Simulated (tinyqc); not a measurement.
Doping from two capacitances.

Inverse problem. An abrupt p-n junction obeys 1/C^2 = 2 (Vbi - V)/(q eps0 eps_r Ne), Ne = Na Nd/(Na + Nd), Vbi = Vt ln(Na Nd/ni^2), V the bias of the p side. Nd is known to be the larger doping. Find Ne, Vbi, Na and Nd.

Parameters, values chosen for the exercise: temperature T = 350 K; relative permittivity eps_r = 11.5.

Constants: q = 1.602176634e-19 C, kB = 1.380649e-23 J/K, Vt = kB T/q, eps0 = 8.8541878128e-14 F/cm where lengths are in cm. Results are converted to the units shown.

C at V = -0.7 and -6.3 V (nF/cm^2): 78.792338  36.603051
ni = 3.4744018e11 cm^-3

Answer. The slope of 1/C^2 against -V gives Ne and its intercept Vbi. Then Na Nd = ni^2 exp(Vbi/Vt) and Na + Nd = Na Nd/Ne, so both are roots of one quadratic.

Ne = 1.173e17 cm^-3
Vbi = 0.8411 V
Na = 1.300e17 cm^-3
Nd = 1.200e18 cm^-3

Numbers from tinyqc (`OMP_NUM_THREADS=1 python tinyqc.py 2000147 2000148 out.jsonl`; about 0.01 s on one thread of a shared Intel Xeon 2.30GHz).
